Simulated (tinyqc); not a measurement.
Stress along the channel: six-band hole subbands of a thin body in a field.

Basis X, Y, Z times spin, hole energies counted downwards from the unstrained edge (the hydrostatic shift is left out), c = hbar^2/2m0. For a symmetric tensor T let C(T) have C_XX = L Txx + M (Tyy + Tzz), C_XY = N Txy (cyclic), L = c (g1 + 4 g2), M = c (g1 - 2 g2), N = 6 c g3. k = q + kz n, n the unit normal, q = k1 u + k2 v with u along the channel [1-10] and v = n x u. H = C(k k^T) + (Dso/3)(1 - L.sigma) - B + e F z with (L_k)_ij = -i epsilon_kij; B is the block C built from the traceless strain with 2b, -b and sqrt(3) d in place of L, M, N. Strain: exx = eyy = (s11 + s12) sx/2, ezz = s12 sx, exy = -s44 sx/4. Hard walls at z = 0 and t; basis sin(j pi z/t), j = 1 to Nz: kz^2 = (j pi/t)^2, kz = -i D with D_jl = 4 j l/(t (j^2 - l^2)), z_jj = t/2 and z_jl = -8 t j l/(pi (j^2 - l^2))^2 for j + l odd; 1 MV/cm = 0.01 eV/angstrom.

Nz = 14. E1 is the top subband at q = 0, gap the distance to the next pair, and the masses are c q^2/(E(q) - E1) at |q| = 0.02 1/angstrom (mean of the spin pair) along the channel [1-10] and across it in the plane; a dash marks a band that does not rise.

Constants: hbar^2/2m0 = 3.80998211 eV angstrom^2.

Inputs chosen for the exercise (near those of a p-type Ge channel; the results hold for these values, not for the real material): g1 = 13.37 (Luttinger gamma1); g2 = 4.22 (gamma2); g3 = 5.69 (gamma3); Dso = 0.296 eV (spin-orbit splitting); b = -2.6 eV (tetragonal potential); d = -5.39 eV (trigonal potential); S = (9.75, -2.7, 14.77) 1/TPa (compliances s11, s12, s44); face = 111 (surface); t = 50 angstrom (body thickness); F = 1.2 MV/cm (field across the body).

Each row has its own sx.

Results:

| sx (GPa) | E1 (meV) | gap (meV) | m channel | m across |
|---|---|---|---|---|
| -3.0 | 148.3 | 181.8 | 0.043 | 0.262 |
| -2.0 | 188.3 | 181.4 | 0.048 | 0.190 |
| -1.0 | 221.0 | 180.6 | 0.058 | 0.126 |
| -0.5 | 232.9 | 174.9 | 0.068 | 0.101 |
| 0.0 | 240.8 | 170.1 | 0.082 | 0.082 |
| 0.5 | 244.3 | 173.3 | 0.101 | 0.069 |
| 1.0 | 243.9 | 179.8 | 0.125 | 0.060 |

Under 2 GPa of compression the channel mass goes from 0.082 to 0.048 m0, the mass across from 0.082 to 0.190; the gap to the next subband is 181, 170 and 180 meV at -2, 0 and +1 GPa. The lightest channel mass of the table, 0.043 m0, is at -3.0 GPa.

tinyqc: `OMP_NUM_THREADS=1 python tinyqc.py 1250895 1250896 out.jsonl`; about 0.5 s, one thread, shared Intel(R) Xeon(R) Processor @ 2.30GHz.
